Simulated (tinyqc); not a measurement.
From results back to parameters: conductance of a narrow metal strip with scatterers (square lattice, Green functions).

Problem. Boundaries with reflection R, a distance dg apart, add incoherently to the scattering in a one-dimensional channel: rho/rho0 = 1 + (lam/dg) R/(1 - R). The ratio comes from a hidden R.

Values chosen for the exercise (out of a larger set: hopping and spacing of the size met in Cu or Al; the lattice is a model; not measured data): lam = 16 nm (bulk mean free path); dg = 12 nm (distance between boundaries).

rho/rho0 = 1.35443

Find: R; effective mean free path lam rho0/rho.

Solution. y = (rho/rho0 - 1) dg/lam = R/(1 - R), so R = y/(1 + y).

R = 0.210
effective mean free path lam rho0/rho = 11.81 nm

Run: tinyqc, `OMP_NUM_THREADS=1 python tinyqc.py 1452899 1452900 out.jsonl`; Intel(R) Xeon(R) Processor @ 2.30GHz, one thread, shared host; about 0.01 s of CPU time with all checks.
